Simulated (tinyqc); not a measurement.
# Lossy interposer transmission line with skin effect: line properties against frequency

A uniform line in a homogeneous dielectric: c = sqrt(er)/(c0 Z0), l = Z0 sqrt(er)/c0 (c0 = 299792458 m/s), g = w c td, w = 2 pi f. The resistance joins its limits as r = sqrt(r_dc^2 + r_hf^2), with r_dc = rho/(wd th), r_hf = kr rho/(2 delta (wd + th)), delta = sqrt(rho/(pi f mu0)), mu0 = 4 pi 1e-7 H/m; this is an interpolation, and internal inductance, up to 0.05 nH/mm at low frequency, is neglected.

gamma = sqrt((r + i w l)(g + i w c)) = alpha + i beta, Zc = sqrt((r + i w l)/(g + i w c)), roots with positive real part; loss 8.685889638 alpha in dB; phase velocity w/beta. ZL = 1/(1/RL + i w CL); reflection (ZL - Zc)/(ZL + Zc); Zin = Zc (ZL + Zc tanh(gamma len))/(Zc + ZL tanh(gamma len)); H = V_load/V_source = [Zin/(Zin + Rg)]/[cosh(gamma len) + (Zc/ZL) sinh(gamma len)].

Inputs (values chosen for the exercise): width of the strip wd = 2.2 um; thickness of the strip th = 0.83 um; resistivity rho = 2.9 uohm cm; relative permittivity er = 3.5; loss tangent td = 0.002; lossless impedance sqrt(l/c) Z0 = 50 ohm; factor for crowding and the return path kr = 1.5; length len = 20 mm; source resistance Rg = 50 ohm; load resistance RL = 1000 ohm; load capacitance CL = 0 fF.

Result of one run:
```
r (ohm/mm)	r/(w l)	loss (dB/mm)	|Zc| (ohm)	phase velocity over c0	length in wavelengths	|H| (dB)
19.81	0.5053	1.678	52.92	0.5192	2.570	-33.70
```

Which frequency f gave this result: 0.01, 0.8, 20 or 60 GHz?

f = 20 GHz.

The whole series:
```
f (GHz)	r (ohm/mm)	r/(w l)	loss (dB/mm)	|Zc| (ohm)	phase velocity over c0	length in wavelengths	|H| (dB)
0.01	15.88	810.2	0.06857	1423	0.02657	0.02511	-2.722
0.03	15.89	270.1	0.1186	821.8	0.04595	0.04355	-2.738
0.09	15.90	90.12	0.2048	474.7	0.07927	0.07575	-2.869
0.3	15.95	27.12	0.3697	260.5	0.1427	0.1403	-4.115
0.8	16.06	10.24	0.5878	160.4	0.2252	0.2370	-8.383
2	16.32	4.162	0.8734	103.4	0.3292	0.4053	-15.19
7	17.36	1.265	1.322	63.49	0.4679	0.9980	-25.73
20	19.81	0.5053	1.678	52.92	0.5192	2.570	-33.70
60	25.94	0.2206	2.261	50.60	0.5314	7.533	-45.57
```

r equals w l at 9.06 GHz: below it |Zc| and the delay grow as in an RC line, above it |Zc| tends to Z0 = 50 ohm and the velocity to 1/sqrt(er) = 0.535 c0. The loss goes as f^(0.50) between the first two rows and f^(0.27) between the last two. |H| is -2.72 dB in the first row and -45.6 dB in the last; between rows it can pass through resonances that the table doesn't show.

Program tinyqc, `OMP_NUM_THREADS=1 python tinyqc.py 2810219 2810220 out.jsonl`; Intel Xeon 2.30GHz, shared host, one thread, about 0.01 s.
